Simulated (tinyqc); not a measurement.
Plane-wave Kohn-Sham cycle with exchange-only LDA in a layered model solid, step by step. One step of it, computed by the program tinyqc.

Task: Iteration 2: Hamiltonian at one k. H(m,m') = (k + G_m)^2/2 delta + V(G_m - G_m'), with V(-G) = V(G).

A solid whose potential varies along x alone (atomic units):
```
parameter                      value
period a                   15.300000
cross-section of the cell  29.000000
electrons per cell                 2
grid points                       16
plane waves -n..n, n               2
k points                           3
V1 in V1 cos(2 pi x/a)     -0.510000
V2 in V2 cos(4 pi x/a)     -0.190000
```

V(G_m), m = 0, 1, 2, ... (hartree): -0.107624  -0.027305  -0.072493  0.010023  0.003150

k = 0.000000 2 pi / a

Give: H.

Result:

H (hartree), lower triangle:
```
        -2      -1      +0      +1     +2
-2   0.230
-1  -0.027  -0.023
+0  -0.072  -0.027  -0.108
+1   0.010  -0.072  -0.027  -0.023
+2   0.003   0.010  -0.072  -0.027  0.230
```
